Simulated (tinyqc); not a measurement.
Lossy interposer transmission line with skin effect: two steps of the calculation.

A uniform line in a homogeneous dielectric: c = sqrt(er)/(c0 Z0), l = Z0 sqrt(er)/c0 (c0 = 299792458 m/s), g = w c td, w = 2 pi f. The resistance joins its limits as r = sqrt(r_dc^2 + r_hf^2), with r_dc = rho/(wd th), r_hf = kr rho/(2 delta (wd + th)), delta = sqrt(rho/(pi f mu0)), mu0 = 4 pi 1e-7 H/m; this is an interpolation, and internal inductance, up to 0.05 nH/mm at low frequency, is neglected.

Inputs (values chosen for the exercise):
```
symbol  value  unit            meaning
len       3.4    mm             length
Rg         50   ohm  source resistance
RL        100   ohm    load resistance
CL         20    fF   load capacitance
f          19   GHz          frequency
```

Problem 1. Propagation constant and impedance. gamma = sqrt((r + i w l)(g + i w c)) = alpha + i beta, Zc = sqrt((r + i w l)/(g + i w c)), roots with positive real part; loss 8.685889638 alpha in dB; phase velocity w/beta.

r = 2.3271474 ohm/mm
l = 0.19183561 nH/mm
c = 156.60050 pF/m
g = 0.18695049 S/m

Wanted: gamma len; Zc; loss; phase velocity over c0; r/(w l).

Solution 1.

gamma len = 0.124+2.227i
Zc = 35.05-1.60i ohm
loss = 0.3168 dB/mm
phase velocity over c0 = 0.6079
r/(w l) = 0.1016

Problem 2. Reflection, input impedance and transfer. ZL = 1/(1/RL + i w CL); reflection (ZL - Zc)/(ZL + Zc); Zin = Zc (ZL + Zc tanh(gamma len))/(Zc + ZL tanh(gamma len)); H = V_load/V_source = [Zin/(Zin + Rg)]/[cosh(gamma len) + (Zc/ZL) sinh(gamma len)].

gamma len = 0.1240268+2.2270365i
Zc = 35.052596-1.600711i ohm

Give: ZL; reflection at the load; Zin; H; |H|.

Solution 2.

ZL = 94.61-22.59i ohm
reflection at the load = 0.4730-0.0736i
Zin = 25.76+20.27i ohm
H = -0.3280-0.4143i
|H| = -5.541 dB

Program tinyqc, `OMP_NUM_THREADS=1 python tinyqc.py 2810113 2810114 out.jsonl`; Intel Xeon 2.30GHz, shared host, one thread, about 0.01 s.
